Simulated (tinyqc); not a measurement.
Coherent transport through a tight-binding region between two chains, step by step. Computed by tinyqc, a small Python program that keeps every step. Settings: temperature = 300, mu = 0.17. Command: `OMP_NUM_THREADS=1 python tinyqc.py 29898 29899 out.jsonl` (the two numbers bound the seeds that draw the settings). One thread of a shared host (Intel(R) Xeon(R) Processor @ 2.60GHz), about 0.1 s of CPU time with the checks.

## Transmission at E = -0.09 eV

H of the central region (eV), lower triangle:
```
          1         2         3
1   0.39000
2  -0.57000  -0.83000
3   0.00000  -1.47000  -0.23000
```

Leads: semi-infinite chains with site energy 0:
```
parameter                           value
lead hopping t (eV)              1.640000
coupling to the left lead (eV)   0.480000
coupling to the right lead (eV)  0.940000
left contact site                       1
right contact site                      3
```

E = -0.09000 eV

Surface Green function g = (E - i sqrt(4 t^2 - E^2)) / (2 t^2); self-energy tc^2 g on each contact site; G = (E - H - Sigma)^(-1); Gamma = -2 Im Sigma; T = Gamma_L Gamma_R |G_LR|^2; local density of states -Im G_ii / pi.

g = -0.01673-0.60953i 1/eV

G (1/eV), lower triangle:
```
                   1                 2                  3
1  -1.72737-0.83852i
2   0.10485-0.27487i  0.01987-0.25544i
3   0.61701+0.46351i  0.62961+0.23517i  -0.55620-0.29811i
```

local density of states (1/eV): 0.26691  0.08131  0.09489

transmission = 0.18018

## Transmission across the band

The same steps on a grid of energies.

T(E):
```
E (eV)             T
-3.1160000   0.00019
-2.8044000   0.00174
-2.4928000   0.01465
-2.1812000   0.06470
-1.8696000   0.02692
-1.5580000   0.01822
-1.2464000   0.01802
-0.9348000   0.02301
-0.6232000   0.03726
-0.3116000   0.08080
0.0000000    0.26908
0.3116000    0.97501
0.6232000    0.58253
0.9348000    0.41597
1.2464000    0.32401
1.5580000    0.06196
1.8696000    0.01144
2.1812000    0.00283
2.4928000    0.00081
2.8044000    0.00023
3.1160000   4.08e-05
```

levels of the isolated region (eV): -2.10962  0.28465  1.15497

## Current

I = (2e/h) int T(E) [f(E - mu - V/2) - f(E - mu + V/2)] dE at 300 K with mu = 0.17 eV, the bias not changing H; 2e^2/h = 77.48092 microsiemens; the integral runs over the band on 4001 points.

Current:
```
V (volt)  I (microampere)
0.01000           0.48093
0.05000           2.40621
0.10000           4.82161
0.20000           9.69786
0.40000          19.39210
0.80000          34.83175
```
